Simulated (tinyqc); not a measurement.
## Level and width from two currents at zero temperature

Question. In a resonant-tunnelling diode at zero temperature a sharp resonance at Er = E0 - alpha V between the emitter band edge and Ef carries J = K (pi/2) G Tp (Ef - Er), K = q^3 mw m0/(2 pi^2 hbar^3) (times 1e-4 for A/cm^2 per eV^2), with G its full width and Tp its peak transmission, G Tp taken as constant, and no back flow. Find G Tp and E0.

Values chosen for this exercise; masses and offsets of a made-up heterostructure: mass in the well, spacer and contacts mw = 0.033 m0; Fermi energy of both contacts above their band edges Ef = 0.084 eV; share of the bias at the well alpha = 0.5.

Constants: q = 1.602176634e-19 C, hbar = 1.054571817e-34 J s, m0 = 9.1093837015e-31 kg. Results are converted to the units shown.

J at V = 0.26 and 0.36 V (kA/cm^2): 204.01370  740.89187

Solution. J is linear in V: the slope gives G Tp, and the onset V0, where the line meets zero, gives E0 = Ef + alpha V0.

G Tp = 12.80 meV
E0 = 0.1950 eV

Program tinyqc, `OMP_NUM_THREADS=1 python tinyqc.py 2600139 2600140 out.jsonl`; Intel Xeon 2.30GHz, shared host, one thread, about 0.1 s.
